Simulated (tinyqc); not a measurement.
# Bulk transistor, scale length and short-channel effects: effect of the channel length

A gate, an insulator of thickness ti and a depleted layer of depth ts on a conducting body. Below threshold the potential that source and drain add obeys Laplace's equation and vanishes on the gate and at the bottom of the depleted layer. Its lowest mode decays along the channel as exp(-k y); k is the smallest positive root of the matching condition at the interface, and the scale length is Lambda = pi/k.

k is the smallest positive root of f(k) = eps_r sin(k ti) cos(k ts) + ei cos(k ti) sin(k ts). Along the channel psi(y) = s + a exp(y/l) + b exp(-y/l) with psi(0) = Vbi, psi(L) = Vbi + Vds and l = 1/k = Lambda/pi; with A = Vbi - s, B = A + Vds, x = exp(-L/l): a = (B - A x) x/(1 - x^2), b = (A - B x)/(1 - x^2). The minimum is s + 2 sqrt(a b), at y = (l/2) ln(b/a). The long-channel potential follows the gate as s = sT + (Vg - VTL)/m, and the threshold VT is the gate voltage at which the minimum equals sT. Swing = m Vt ln 10/g at threshold, g = d(minimum)/ds = 1 - (b x + a)/((1 + x) sqrt(a b)). DIBL = [VT(0.05 V) - VT(Vds)]/(Vds - 0.05 V). sT and Vbi are held fixed; m = 1 + eps_r ti/(ei ts) in each row.

Inputs (values chosen for the exercise); permittivities: semiconductor made up, insulator close to that of aluminium oxide:
```
symbol  value  unit                                     meaning
T         300     K                                 temperature
eps_r    19.9        relative permittivity of the semiconductor
ei       8.56            relative permittivity of the insulator
ti        2.4    nm                         insulator thickness
ts         22    nm                             depletion depth
Vbi      0.91     V                     potential of the source
sT       0.48     V   potential of the barrier top at threshold
Vds         1     V                               drain voltage
```

Constants: q = 1.602176634e-19 C, kB = 1.380649e-23 J/K, Vt = kB T/q. Results are converted to the units shown.

The same in every row: Lambda (nm) = 27.055.

Result of one run:

| L (nm) | L/Lambda | VT - VTL at Vds = 0.05 V (mV) | VT - VTL at Vds (mV) | DIBL (mV/V) | swing (mV/decade) |
|---|---|---|---|---|---|
| 60 | 2.2177 | -37.220 | -64.927 | 29.166 | 80.354 |

What becomes of these results when the channel length L is changed from 60 to 50 nm, all else the same?

Result of the changed run:

| L (nm) | L/Lambda | VT - VTL at Vds = 0.05 V (mV) | VT - VTL at Vds (mV) | DIBL (mV/V) | swing (mV/decade) |
|---|---|---|---|---|---|
| 50 | 1.8481 | -69.964 | -122.96 | 55.781 | 85.325 |

The whole series:

| L (nm) | L/Lambda | VT - VTL at Vds = 0.05 V (mV) | VT - VTL at Vds (mV) | DIBL (mV/V) | swing (mV/decade) |
|---|---|---|---|---|---|
| 30 | 1.1089 | -293.48 | -530.25 | 249.24 | 118.40 |
| 35 | 1.2937 | -197.78 | -354.27 | 164.73 | 104.36 |
| 42 | 1.5524 | -119.39 | -211.68 | 97.148 | 92.741 |
| 50 | 1.8481 | -69.964 | -122.96 | 55.781 | 85.325 |
| 60 | 2.2177 | -37.220 | -64.927 | 29.166 | 80.354 |
| 72 | 2.6612 | -17.967 | -31.182 | 13.910 | 77.402 |
| 86 | 3.1787 | -7.8341 | -13.555 | 6.0223 | 75.838 |
| 100 | 3.6962 | -3.4489 | -5.9595 | 2.6427 | 75.158 |
| 120 | 4.4354 | -1.0754 | -1.8569 | 0.82256 | 74.790 |

From L = 30 to 120 nm, DIBL falls from 249 to 0.823 mV/V and the swing falls from 118 to 74.8 mV a decade (long-channel value 74.6). Between the last two rows the threshold shift at Vds decays with a length of 17.2 nm, against 2 Lambda/pi = 17.2 nm for a shift that goes as exp(-pi L/(2 Lambda)). DIBL first drops below 100 mV/V at L = 42 nm among the rows, L/Lambda = 1.6. For L = 30 to 35 nm L is under 1.5 Lambda, where higher modes, left out of the one-mode potential, count.

tinyqc, about 0.01 s, one thread, Intel Xeon 2.30GHz (shared host): `OMP_NUM_THREADS=1 python tinyqc.py 2420012 2420013 out.jsonl`
